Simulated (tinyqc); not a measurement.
Thermal and gravitational stress in a wafer during furnace and rapid thermal processing, and the onset of slip: one step, computed by the program tinyqc.

A thin free disc in plane stress, isotropic; T(r) = T_centre + dT (r/R)^n. Stress is positive in tension; sigma_SB = 5.670374419e-8 W/(m^2 K^4), g = 9.80665 m/s^2.

Question. Slip criterion. With x = r/R: s_rr = alpha E dT (1 - x^n)/(n + 2), s_tt = alpha E dT [1 - (n + 1) x^n]/(n + 2). Critical resolved stress tau_c = A exp(U/(k_B T)), a form chosen for the exercise; slip when 0.492799 |s_tt(R)| > tau_c; allowed |dT| = tau_c (n + 2)/(0.492799 n alpha E).

Inputs (values chosen for the exercise, modelled on silicon): Young's modulus E = 141 GPa; expansion alpha = 4.24 1e-6/K; edge less centre temperature dT = 7.7 K; exponent n of the profile = 16; temperature T = 1200 K; prefactor A of the critical stress = 0.00035 MPa; energy U of the critical stress = 1.08 eV.

Temperature profile: edge zone, power law.

hoop stress at the edge = -4.091883 MPa

Constants: k_B = 8.617333262e-05 eV/K.

Give: critical stress tau_c; resolved over critical stress; allowed |dT|.

Answer.

critical stress tau_c = 12.02 MPa

resolved over critical stress = 0.1678

allowed |dT| = 45.90 K

No slip; the margin is a factor 6.0.
